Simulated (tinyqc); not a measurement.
Van der Pauw, Hall and four-point-probe measurements on a doped layer: one step of the calculation.

A uniform p-type layer with sheet resistance Rs = 1/(q ns mu), point contacts, low field (mu B small).

Question. Sheet density, mobility and bulk values. Rs = 1/z; Hall sheet density B I/(q |VH|); Hall mobility |VH|/(Rs B I); true values ns = rH times the Hall density, mu = Hall mobility/rH; bulk density ns/t, resistivity Rs t; correction factor F = Rs/[(pi/ln 2)(RA + RB)/2].

Values chosen for this exercise:
- rH = 1.18 (Hall factor)
- B = 0.55 T (magnetic field)
- I = 100 uA (current)
- t = 12 nm (thickness of the layer)

Constants: q = 1.602176634e-19 C. Results are converted to the units shown.

converged z = 1.0205865 mS
VH = 0.31159534 mV
RA = 7.4793272 ohm
RB = 1167.2363 ohm

Give: Rs; Hall sheet density; Hall mobility; ns; mu; bulk density; resistivity; F.

Answer.

Rs = 979.83 ohm/square
Hall sheet density = 1.1017e14 cm^-2
Hall mobility = 57.820 cm^2/(V s)
ns = 1.3000e14 cm^-2
mu = 49.000 cm^2/(V s)
bulk density = 1.0833e20 cm^-3
resistivity = 0.0011758 ohm cm
F = 0.36806

Computed by the program tinyqc: `OMP_NUM_THREADS=1 python tinyqc.py 2850206 2850207 out.jsonl`, one thread of a shared Intel Xeon 2.30GHz, about 0.01 s for the whole run.
